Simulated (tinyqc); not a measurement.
Inside a calculation. Method: Hueckel theory of the pi electrons, for the molecule [CH2+]c1cccc(O)c1 (SMILES; centres numbered as the heavy atoms are written). One step of it, computed by the program tinyqc.

Problem. Energy, charges, bond orders. E = sum n x; q_r = z_r - P_rr; bond order p = P_rs; free valence = sqrt(3) - sum of p over the bonds of the atom.

x values: 2.473917  1.928301  1.209131  0.847137  0.000000  -1.047574  -1.288818  -2.122095

occupations: 2.000000  2.000000  2.000000  2.000000  0.000000  0.000000  0.000000  0.000000

charge and bond-order matrix P:
```
           1C         2C         3C         4C         5C         6C         7O         8C
1C   0.431342   0.634395   0.293507  -0.113456  -0.295048  -0.108598   0.034046   0.274130
2C   0.634395   0.998979   0.520939  -0.001541  -0.222054   0.006319  -0.018786   0.525796
3C   0.293507   0.520939   0.879163   0.702537   0.116918  -0.285339   0.092314  -0.175232
4C  -0.113456  -0.001541   0.702537   0.997622   0.639252   0.009218  -0.024858  -0.290197
5C  -0.295048  -0.222054   0.116918   0.639252   0.889922   0.614508  -0.134656   0.182908
6C  -0.108598   0.006319  -0.285339   0.009218   0.614508   0.955887   0.247153   0.682651
7O   0.034046  -0.018786   0.092314  -0.024858  -0.134656   0.247153   1.940686  -0.158877
8C   0.274130   0.525796  -0.175232  -0.290197   0.182908   0.682651  -0.158877   0.906400
```

Centres:
```
centre  z_r, pi electrons of the neutral centre         h
1C                                            1  0.000000
2C                                            1  0.000000
3C                                            1  0.000000
4C                                            1  0.000000
5C                                            1  0.000000
6C                                            1  0.000000
7O                                            2  2.000000
8C                                            1  0.000000
```

Bonds:
```
i  j         k
1  2         1
2  3         1
3  4         1
4  5         1
5  6         1
6  7  0.800000
6  8         1
8  2         1
```

Give: pi energy = 8 alpha + this times beta; pi charges; Bond orders and lengths from R = 1.517 - 0.180 p; free valence of the carbons; gap between the highest filled and the next level.

Solution.

pi energy = 8 alpha + this times beta = 12.9170

pi charges: 1C 0.5687, 2C 0.0010, 3C 0.1208, 4C 0.0024, 5C 0.1101, 6C 0.0441, 7O 0.0593, 8C 0.0936

Bond orders and lengths from R = 1.517 - 0.180 p (angstrom, C-C alone):
```
bond       p       R
1-2   0.6344  1.4028
2-3   0.5209  1.4232
3-4   0.7025  1.3905
4-5   0.6393  1.4019
5-6   0.6145  1.4064
6-7   0.2472       -
6-8   0.6827  1.3941
8-2   0.5258  1.4224
```

free valence of the carbons: 1C 1.0977, 2C 0.0509, 3C 0.5086, 4C 0.3903, 5C 0.4783, 6C 0.1877, 8C 0.5236

gap between the highest filled and the next level = 0.8471 |beta|
